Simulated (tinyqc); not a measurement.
# Heat flow across a film from the phonon Boltzmann equation in the relaxation-time approximation, step by step

A worked calculation. Computed by tinyqc, a small Python program that keeps every step. Command: `OMP_NUM_THREADS=1 python tinyqc.py 3015980 3015981 out.jsonl slabbte walk`. One thread of a shared host (Intel(R) Xeon(R) Processor @ 2.30GHz), about 0.01 s of CPU time with the checks. Intermediate numbers are printed to about 7 digits and carried at full precision; extremes and crossings named in words are read from the listed rows.

Two black walls, hot at x = 0 and cold at x = L, emit phonons isotropically. For one free path Lambda, with tau = x/Lambda, tau_L = L/Lambda and phi = (T - T_cold)/Delta T, energy balance gives phi(tau) = (1/2) [E2(tau) + int_0^tau_L phi(s) E1(|tau - s|) ds]; E_n are the exponential integrals. The flux over the ballistic flux C v Delta T/4 is psi = 1 - 2 int_0^tau_L phi(s) E2(s) ds, and kappa_eff/kappa = (3/4) tau_L psi. kappa = C v Lambda/3 is an input, so at fixed kappa a longer free path means a smaller C v.

Inputs (values chosen for the exercise, modelled on silicon carbide):
```
quantity                             value     unit
bulk conductivity kappa                403  W/(m K)
film thickness L                        46       nm
wall temperature difference Delta T     11        K
free path Lambda_1                     140       nm
cells n in the small system              4        -
```

Free-path groups: one.

## The small linear system for Lambda_1

Cut the film into n equal cells with constant phi, collocated at the centres c_i: the kernel integrates to A_ij = |E2(|c_i - e_j|) - E2(|c_i - e_(j+1)|)|/2 for cell edges e_j, and A_ii = 1 - E2(half a cell); solve (1 - A) phi = E2(c)/2; psi = 1 - 2 sum_j phi_j [E3(e_j) - E3(e_(j+1))].

optical thickness tau_L = 0.3285714

1 - A, lower triangle (symmetric):
```
            1           2           3          4
1   0.8506798
2  -0.0841004   0.8506798
3  -0.0573851  -0.0841004   0.8506798
4  -0.0435381  -0.0573851  -0.0841004  0.8506798
```

right-hand side E2(c)/2: 0.4253399  0.3412395  0.2838544  0.2403163

flux weights E3(e_j) - E3(e_(j+1)): 0.07050627  0.05622863  0.04672526  0.03954096

## Temperature profile and flux in the small system

In short, (1 - A) phi = b and psi = 1 - 2 sum_j w_j phi_j, with b the right-hand side and w_j the flux weights; the cells divide 0 to tau_L.

phi at the cell centres: 0.6044617  0.5336799  0.4663201  0.3955383

psi, small system = 0.7798894

## Fine solution for Lambda_1

Use 150 and 300 cells and extrapolate psi = (4 psi(300) - psi(150))/3. The jump at the hot wall is 1 - phi there (linear extrapolation from the first two of 300 cells). Two-flux (diffusion with slip) formula: psi = 1/(1 + 3 tau_L/4).

psi for Lambda_1 = 0.7792348

kappa_eff/kappa for Lambda_1 = 0.1920257

jump at the wall / Delta T for Lambda_1 = 0.3506953

psi, two-flux formula = 0.8022923

The small system misses psi by +0.08 % and the two-flux formula by +3.0 %. Transport is nearly ballistic: most of Delta T drops at the two walls.

## Conductivity, flux and boundary resistance of the film

Each group is solved on its own with 150 and 300 cells, psi = (4 psi(300) - psi(150))/3, and weighted by its share of kappa. Flux J = kappa_eff Delta T/L; apparent boundary resistance per wall (L/kappa_eff - L/kappa)/2.

kappa_eff = 77.38636 W/(m K)

kappa_eff/kappa = 0.1920257

flux J = 18.50543 GW/m^2

apparent resistance per wall = 0.2401380 m^2 K/GW

## Exact and approximate size effects

Two-flux: kappa_eff/kappa = sum f_i/(1 + 4 Lambda_i/(3 L)). Matthiessen with the thickness: sum f_i/(1 + Lambda_i/L). Ballistic limit: sum f_i 3 L/(4 Lambda_i).

Kappa_eff/kappa:
```
L (nm)   Boltzmann    two-flux  Matthiessen  ballistic limit
4.2     0.02186922  0.02200489   0.02912621           0.0225
14      0.06867772  0.06976744   0.09090909            0.075
35       0.1537959   0.1578947          0.2           0.1875
84       0.3002867   0.3103448        0.375             0.45
210      0.5144863   0.5294118          0.6            1.125
560      0.7379155        0.75          0.8                3
1400     0.8756199   0.8823529    0.9090909              7.5
3500     0.9464662   0.9493671    0.9615385            18.75
```

The two-flux formula lies above the Boltzmann result by at most about 3.3 % (at L = 84 nm); the Matthiessen form is high by up to 33 %, since it misses the factor 3/4 of the ballistic limit. The thinnest film reaches 97 % of that limit, and the thickest, 25 Lambda_1, only 95 % of the bulk value. Rows below about 10 nm are near the phonon wavelength, where a particle picture fails.

Checks made by the program: symmetry phi(tau) + phi(tau_L - tau) = 1 (relative difference below 1e-10); thick-film limit psi = 1/(3 tau_L/4 + 1.0657) at tau_L = 20 (relative difference 2e-04).
